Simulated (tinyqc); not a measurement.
# Cap thickness from the capacitance plateau

Inverse problem. With only the buried channel on, 1/C = 1/Cox + (tc + zc)/(eps0 eps_r), Cox = eps0 eox/tox. Find tc and the oxide-equivalent thickness 3.9 eps0/C.

Parameters, values chosen for the exercise; band and dielectric values close to those of silicon:
```
symbol  value  unit                                                                 meaning
eps_r    11.9                                                         relative permittivity
eox       3.9        relative permittivity of the gate insulator (close to silicon dioxide)
tox       4.7    nm                                                     insulator thickness
zc        0.8    nm                    depth of the hole centroid below the top of the SiGe
```

Constants: eps0 = 8.8541878128e-14 F/cm where lengths are in cm. Results are converted to the units shown.

plateau of C/Cox with only the buried channel on = 0.86178737

Solution. The cap and the centroid act as a second capacitor in series with the insulator.

tc = 1.50 nm
equivalent thickness = 5.45 nm

Computed by the program tinyqc: `OMP_NUM_THREADS=1 python tinyqc.py 2042188 2042189 out.jsonl`, one thread of a shared Intel Xeon 2.30GHz, about 0.02 s for the whole run.
